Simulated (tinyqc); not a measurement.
Single-junction solar cell, detailed-balance limit: course of the iteration: maximum power point by Newton steps.

Every photon above the gap Eg makes one pair and none below is absorbed; carriers thermalise at T and move without loss. Jsc = q fs X Phi(Eg, Ts); the dark current is J0 = q ge Phi(Eg, T)/ERE with the Boltzmann factor exp(V/Vt). The efficiency is the electrical power over fs X sigma Ts^4.

With v = V/Vt the power is largest where f = (1 + v) exp(v) - 1 - Jsc/J0 vanishes; f' = (2 + v) exp(v), v(new) = v - f/f'.

Stop when v changes by less than 1e-10, or after 8 iterations.

v at the start = 57
Jsc = 32930.7 mA/cm^2
J0 = 7.73722e-17 mA/cm^2

Course of the iteration:

| iteration | v | \|change\| |
|---|---|---|
| 1 | 56.0170 | 0.983 |
| 2 | 55.0342 | 0.983 |
| 3 | 54.0517 | 0.982 |
| 4 | 53.0696 | 0.982 |
| 5 | 52.0878 | 0.982 |
| 6 | 51.1065 | 0.981 |
| 7 | 50.1258 | 0.981 |
| 8 | 49.1464 | 0.979 |

Did this iteration meet its convergence test, and what does its course show?

No. Not converged within 8 iterations. Each step lowers v by about 0.98: far above the root the exponential dominates f, and a Newton step on it has a length near one. The root is 43.70. A rerun with substitution, v(new) = ln[(1 + Jsc/J0)/(1 + v)], from the same start converges in 8 iterations.

Range of the model: Voc lies within a few Vt of the gap, where the Boltzmann form of the emission begins to fail.

Computed by the program tinyqc: `OMP_NUM_THREADS=1 python tinyqc.py 2820106 2820107 out.jsonl`, one thread of a shared Intel Xeon 2.30GHz, about 0.01 s for the whole run.
